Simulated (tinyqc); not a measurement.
From results back to parameters: sp3s* tight binding. Five cases, with inputs chosen for the exercise.

Problem. Without spin-orbit coupling the s levels at Gamma are the roots of [[Esa, Vss], [Vss, Esc]], the p levels those of [[Epa, Vxx], [Vxx, Epc]], and the doubly degenerate valence level at X is the lower root of [[Epa, Vxy], [Vxy, Epc]]. The atomic differences are given; the levels below come from hidden parameters.

Case 1.

Values chosen (out of a larger set: near a published set for GaP, fitted to gaps, whose masses and valley positions are rough; spin-orbit coupling, where it is added without a refit, lifts the valence top and shrinks all gaps by about a third of the splitting; not measured data): dEs = 5.912 eV (Esc - Esa); dEp = 3 eV (Epc - Epa).

s levels at Gamma (eV): -13.18196  2.87596

p levels at Gamma (eV): 0.00227  5.24373

valence level X5 = -2.74004 eV

Case 2.

Values chosen (out of a larger set: near a published set for AlAs, fitted to gaps, whose masses and valley positions are rough; not measured data): dEs = 6.361 eV (Esc - Esa); dEp = 2.601 eV (Epc - Epa).

s levels at Gamma (eV): -11.76027  3.06927

p levels at Gamma (eV): -0.00353  4.58653

valence level X5 = -2.16546 eV

Case 3.

Values chosen (out of a larger set: near a published set for SiC, fitted to gaps, whose masses and valley positions are rough; not measured data): dEs = 3.639 eV (Esc - Esa); dEp = 2.233 eV (Epc - Epa).

s levels at Gamma (eV): -19.17923  5.89623

p levels at Gamma (eV): 0.00920  6.49380

valence level X5 = -2.75420 eV

Case 4.

Values chosen (out of a larger set: near a published set for AlAs, fitted to gaps, whose masses and valley positions are rough; not measured data): dEs = 6.27 eV (Esc - Esa); dEp = 2.574 eV (Epc - Epa).

s levels at Gamma (eV): -11.69639  3.13239

p levels at Gamma (eV): -0.00808  4.53208

valence level X5 = -2.23893 eV

Case 5.

Values chosen (out of a larger set: near a published set for GaP, fitted to gaps, whose masses and valley positions are rough; not measured data): dEs = 5.905 eV (Esc - Esa); dEp = 2.994 eV (Epc - Epa).

s levels at Gamma (eV): -13.16673  2.87373

p levels at Gamma (eV): -0.00640  5.24640

valence level X5 = -2.74028 eV

Find: Esa, Esc, Epa, Epc; |Vss|, |Vxx|, |Vxy|.

Solution. The mean of a pair of roots is the mean of the two levels, which with the given difference fixes both; half the splitting, squared, less a quarter of the squared difference is V^2. At X the lower root lies sqrt((dEp/2)^2 + Vxy^2) below the mean p level.

Case 1.

Esa, Esc, Epa, Epc (eV): -8.109  -2.197  1.123  4.123

|Vss|, |Vxx|, |Vxy| (eV): 7.465  2.149  5.149

Case 2.

Esa, Esc, Epa, Epc (eV): -7.526  -1.165  0.991  3.592

|Vss|, |Vxx|, |Vxy| (eV): 6.698  1.891  4.263

Case 3.

Esa, Esc, Epa, Epc (eV): -8.461  -4.822  2.135  4.368

|Vss|, |Vxx|, |Vxy| (eV): 12.405  3.044  5.901

Case 4.

Esa, Esc, Epa, Epc (eV): -7.417  -1.147  0.975  3.549

|Vss|, |Vxx|, |Vxy| (eV): 6.719  1.870  4.313

Case 5.

Esa, Esc, Epa, Epc (eV): -8.099  -2.194  1.123  4.117

|Vss|, |Vxx|, |Vxy| (eV): 7.457  2.158  5.147

Computed by tinyqc, one run a case: `OMP_NUM_THREADS=1 python tinyqc.py N N+1 out.jsonl` with N = 1481242, 1481319, 1481334, 1481345, 1481402; one thread of a shared Intel(R) Xeon(R) Processor @ 2.30GHz, about 0.2 s a run at most.
